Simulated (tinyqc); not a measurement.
Sheet resistance and Hall data of a diffused or implanted layer. Which input was changed? Computed by tinyqc, a small Python program. Command: `OMP_NUM_THREADS=1 python tinyqc.py 3005694 3005695 out.jsonl layer which`. One thread of a shared host (Intel(R) Xeon(R) Processor @ 2.30GHz), about 0.08 s of CPU time with the checks.

Carriers are taken equal to the net active doping down to the junction (full ionisation, which deep dopants in wide-gap hosts do not reach; no spill-over, no depletion), and the Hall factor is 1.

Inputs (values chosen for the exercise, modelled on arsenic in silicon):

| quantity | value | unit |
|---|---|---|
| mu_min | 54.5 | cm^2/(V s) |
| mu_max | 1450 | cm^2/(V s) |
| N_ref | 1e+17 | 1/cm^3 |
| exponent alpha | 0.69 | - |
| peak concentration N_0 | 5e+19 | 1/cm^3 |
| length scale l | 95 | nm |
| background doping N_B (opposite type) | 2.2e+16 | 1/cm^3 |
| projected range R_p | 140 | nm |

Profile: buried Gaussian (implant). Activation: complete.

Constants: e = 1.602176634e-19 C.

Method:
- N(x) = N_0 exp(-(x - R_p)^2/(2 l^2)) for x > 0, dose N_0 l sqrt(pi/2) erfc(-R_p/(l sqrt 2)), junction x_j = R_p + l sqrt(2 ln(N_0/N_B)); the layer starts at x_0 = max(0, 2 R_p - x_j).
- Mobility mu = mu_min + (mu_max - mu_min)/(1 + (N_t/N_ref)^alpha), N_t = active doping + N_B; carriers n = active doping - N_B, all dopants active.
- Integrals from x_0 (0 unless stated) to x_j by the midpoint rule on 400 even intervals: 1/R_s = e int n mu dx; sheet density n_s = int n dx; Hall sheet density (int n mu dx)^2/int n mu^2 dx; Hall mobility int n mu^2 dx/int n mu dx.
- Mean conductivity 1/(R_s x_j); mean mobility 1/(e n_s R_s).

Question. One of these inputs alone was changed, within the range given: peak concentration N_0 (2.5e+19 to 1e+20); mu_max (725 to 2900); N_ref (5e+16 to 2e+17); projected range R_p (70 to 280). Which one, and to what value?

Results:

| run | sheet resistance R_s (ohm) | Hall sheet density (1/cm^2) | Hall mobility (cm^2/(V s)) |
|---|---|---|---|
| before | 68.98182 | 1.018118e+15 | 88.87032 |
| after | 66.89225 | 1.046569e+15 | 89.15509 |

Answer.

Each candidate set to reproduce sheet resistance R_s, and what it then gives:

| candidate | range searched | value needed | Hall sheet density (1/cm^2) | Hall mobility (cm^2/(V s)) |
|---|---|---|---|---|
| peak concentration N_0 (1/cm^3) | 2.5e+19 to 1e+20 | 5.200e19 | 1.0604e+15 | 87.991 |
| mu_max (cm^2/(V s)) | 725 to 2900 | 1581 | 1.0082e+15 | 92.551 |
| N_ref (1/cm^3) | 5e+16 to 2e+17 | 1.144e17 | 1.0116e+15 | 92.238 |
| projected range R_p (nm) | 70 to 280 | 160.0 | 1.0466e+15 | 89.155 |

Only projected range R_p fits every result: it went from 140 to 160 nm. The next best candidate, peak concentration N_0, misses one result by 1.3 %.
